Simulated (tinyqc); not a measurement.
Inside a calculation: recursion (Haydock) method for the local density of states: bulk site of a cubic lattice. Values are carried at full precision from step to step, so a last printed digit may differ when a step is redone from the rounded ones.

One orbital a site at energy 0, hopping -t to the 6 nearest neighbours of a cubic lattice; the start u0 is a site in the bulk, with energy V. Recursion: a_n = <u_n|H|u_n>, b_(n+1) u_(n+1) = (H - a_n) u_n - b_n u_(n-1), b > 0. G(z) = 1/(z - a0 - b1^2/(z - a1 - b2^2/(...))), z = E + i eta. After n levels the tail is b_n^2 T with the square-root terminator T = (z - sqrt(z - 2b) sqrt(z + 2b))/(2 b^2), b = 3t so that the band edges lie at -/+ 6t.

Inputs chosen for the exercise: t = 0.66 eV (hopping); V = 0 eV (shift of the starting site); n = 5 (levels kept); E = 0.86 eV (energy); eta = 0.033 eV (broadening).

## The coefficients

Carry the recursion for n levels; the lattice is large enough that no wall is met.

Coefficients:

| n | a_n (eV) | b_(n+1) (eV) | b_(n+1)^2/t^2 |
|---|---|---|---|
| 0 | 0.0000 | 1.61666 | 6.0000 |
| 1 | 0.0000 | 1.98000 | 9.0000 |
| 2 | 0.0000 | 2.02830 | 9.4444 |
| 3 | 0.0000 | 1.93049 | 8.5556 |
| 4 | 0.0000 | 2.01241 | 9.2970 |

b1^2/t^2 = 6 counts the neighbours of the start. All a_n vanish because the lattice is bipartite and V = 0. The b_n tend to a quarter of the band width, 1.980 eV.

## Moments from the coefficients

For a1 = a2 = 0: mu1 = a0, mu2 = a0^2 + b1^2, mu3 = a0^3 + 2 a0 b1^2, mu4 = a0^4 + 3 a0^2 b1^2 + b1^4 + b1^2 b2^2.

mu1 to mu4 (eV^n): 0.000  2.614  0.000  17.077

mu4/t^4 = 90 is the number of closed walks of four steps.

## The continued fraction at one energy

Start from the terminator and work up: G_i = 1/(z - a_i - S_i), S_i = b_(i+1)^2 G_(i+1), with T in place of G_n. The density is -Im G_0/pi.

Levels of the fraction:

| i | S_i (eV) | G_i (1/eV) |
|---|---|---|
| 4 | 0.4404-1.9796i | 0.0993-0.4762i |
| 3 | 0.3700-1.7746i | 0.1397-0.5153i |
| 2 | 0.5747-2.1201i | 0.0605-0.4564i |
| 1 | 0.2371-1.7894i | 0.1679-0.4913i |
| 0 | 0.4389-1.2841i | 0.2202-0.6888i |

local density of states = 0.2193 1/eV

A direct sum over the zone gives 0.2143 1/eV at the same z; 5 levels miss it by +2.3 %.

## Checks

- G from 7 levels against a direct sum over the zone at E = 6.3360 eV, above the band (1/eV): both 0.17029.

(tinyqc, `OMP_NUM_THREADS=1 python tinyqc.py 1480711 1480712 out.jsonl`, Intel(R) Xeon(R) Processor @ 2.30GHz, 1 thread, shared host, about 0.1 s.)
